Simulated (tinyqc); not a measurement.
Inductance and parasitic capacitance from two readings.

Problem. A loss-free coil L in parallel with C shows the apparent inductance L/(1 - w^2 L C), w = 2 pi f. Find L, C and the self-resonance 1/(2 pi sqrt(L C)).

apparent inductance at 5 and 11 GHz (nH): 1.5988251  3.5165979

Solution. The inverse of the reading is 1/L - w^2 C, a straight line in w^2.

L = 1.400 nH
C = 90.00 fF
self-resonance = 14.18 GHz

tinyqc, about 0.01 s, one thread, Intel Xeon 2.30GHz (shared host): `OMP_NUM_THREADS=1 python tinyqc.py 2302139 2302140 out.jsonl`
